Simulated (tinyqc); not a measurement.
Wafer bonding and layer transfer: bond energy, gap closing, particles, bonding of dissimilar wafers and hydrogen blisters: one step, computed by the program tinyqc.

gamma is the energy per area of each of the two surfaces; plates are isotropic.

Task: Heating a pair with different expansion. M = E/(1 - nu), misfit e = (alpha_2 - alpha_1) dT. Curvature k = 6 M1 M2 t1 t2 (t1 + t2) e/[M1^2 t1^4 + M2^2 t2^4 + 2 M1 M2 t1 t2 (2 t1^2 + 3 t1 t2 + 2 t2^2)]; force per width F = k (M1 t1^3 + M2 t2^3)/(6 (t1 + t2)); at the interface s1 = F/t1 + M1 k t1/2, s2 = -F/t2 - M2 k t2/2; stored biaxial energy U = F^2 [1/(M1 t1) + 1/(M2 t2)] + k^2 (M1 t1^3 + M2 t2^3)/12; the pair can part when U > 2 gamma.

Inputs (values chosen for the exercise, for model wafers): Young's modulus E1 = 148 GPa; Young's modulus E2 = 75.1 GPa; Poisson ratio nu = 0.19; thickness t1 = 525 micrometre; thickness t2 = 200 micrometre; crack length L = 4.3 mm; expansion mismatch alpha_2 - alpha_1 = -0.57 1e-6/K; heating dT = 375 K.

Pair: two different wafers.

bond energy gamma = 2.051264 J/m^2

Give: curvature; force per width; stress in wafer 1 at the interface; stress in wafer 2 at the interface; stored energy U; largest dT for this gamma.

Result:

curvature = -0.2796 1/m

force per width = -1.747 kN/m

stress in wafer 1 at the interface = -16.74 MPa

stress in wafer 2 at the interface = 11.33 MPa

stored energy U = 0.3734 J/m^2

largest dT for this gamma = 1243 K

U stays below 2 gamma; the bond strengthens on heating, so slow ramps or thinning one wafer first help. Caution: the crack is short against the thickness, so root rotation and shear add to the beam formula.
